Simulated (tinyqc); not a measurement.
Closable height against the size of the gap: wafer bonding and layer transfer: bond energy, gap closing, particles, bonding of dissimilar wafers and hydrogen blisters. Computed by tinyqc, a small Python program. Command: `OMP_NUM_THREADS=1 python tinyqc.py 3021409 3021410 out.jsonl bond walk`. One thread of a shared host (Intel(R) Xeon(R) Processor @ 2.30GHz), about 0.01 s of CPU time with the checks.

gamma is the energy per area of each of the two surfaces; plates are isotropic.

Inputs (values chosen for the exercise, with wafer 1 close to silicon):
```
quantity             value        unit
Young's modulus E1     164         GPa
Young's modulus E2      72         GPa
Poisson ratio nu      0.24           -
thickness t1           725  micrometre
thickness t2          1000  micrometre
blade thickness t_b    150  micrometre
crack length L        16.9          mm
```

Pair: two different wafers.

Method. Two cantilevers opened by t_b: gamma = 3 t_b^2 E1 t1^3 E2 t2^3/(16 L^4 (E1 t1^3 + E2 t2^3)). E' = E1/(1 - nu^2), equal wafers of thickness t1 assumed. A gap of radius R closes if h_g < h_c: h_c = R^2/sqrt((2/3) E' t1^3/gamma) for R > 2 t1 (plate bending), h_c = 3.6 sqrt(R gamma/E') for R < 2 t1 (local deformation).

bond energy gamma = 1.73028 J/m^2

Gap closing:
```
R (mm)    regime    h_c (nm)  slope h_c/R
1.00e-04   local  3.5897e+00     0.035897
1.00e-03   local  1.1352e+01     0.011352
1.00e-02   local  3.5897e+01     0.003590
1.00e-01   local  1.1352e+02     0.001135
5.00e-01   local  2.5383e+02     0.000508
2.00e+00   plate  7.9132e+02     0.000396
5.00e+00   plate  4.9457e+03     0.000989
2.00e+01   plate  7.9132e+04     0.003957
5.00e+01   plate  4.9457e+05     0.009891
```

What follows from these numbers?

Roughness of 100 nm scale may be 3.6 nm in half height, waviness of radius 5 cm as much as 490 micrometre: h_c goes as R^(1/2) when the wafer deforms locally and as R^2 when it bends. The allowed slope is least near R = 2 t1, so defects about 4 t1 wide are the hardest to close; bow matters little.

Extremes, crossings and ranges named in words are read from the listed rows.
